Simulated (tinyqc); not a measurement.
Anisotropic wet etching of Si(100): plane rates, V-grooves, membranes and undercut: one step, computed by the program tinyqc.

A long slot opens the mask on a (100) wafer. The floor etches at R100; (111) walls stand at theta = arctan(sqrt2) = 54.7356 degrees to the surface and recede at R111 along their normal.

Question. Designing a membrane from the back side. Etch depth d - membrane, time = depth/R100; for a membrane as wide as w the opening must be w + sqrt2 depth - 2 u time; oxide mask consumed R_ox x time; a 1 K error changes the depth by the fraction E/(k_B T^2); a convex mask corner, such as that of a mesa, would retreat by c x depth.

Inputs (values chosen for the exercise, close to those used for potassium hydroxide solutions):

| quantity | value | unit |
|---|---|---|
| activation energy of (100), E | 0.594 | eV |
| corner undercut rate over (100) rate, c | 2.8 | - |
| bath temperature T | 50 | C |
| width w (mask opening along <110>, or membrane width in the design step) | 8.1 | um |
| wafer thickness d | 675 | um |
| membrane thickness wanted | 30 | um |

R100 = 0.2341918 um/min

lateral rate u = 0.001281631 um/min

R_ox = 4.203732e-04 um/min

Constants: k_B = 8.617333262e-05 eV/K.

Give: time to reach the membrane; opening needed; oxide consumed; depth error per kelvin; retreat of a convex corner.

Answer.

time to reach the membrane = 2754.2 min

opening needed = 913.21 um

oxide consumed = 1157.8 nm

depth error per kelvin = 42.576 um

retreat of a convex corner = 1806 um

The error per kelvin is 142 % of the membrane, so a timed etch cannot hold it and an etch stop is needed. The oxide loss calls for a nitride mask. A corner retreat larger than the depth shows why mesas need compensation structures. Caution: the remaining silicon is too narrow for its thickness to act as a membrane. Caution: rates also depend on concentration, doping, additives and stirring, all held fixed here.
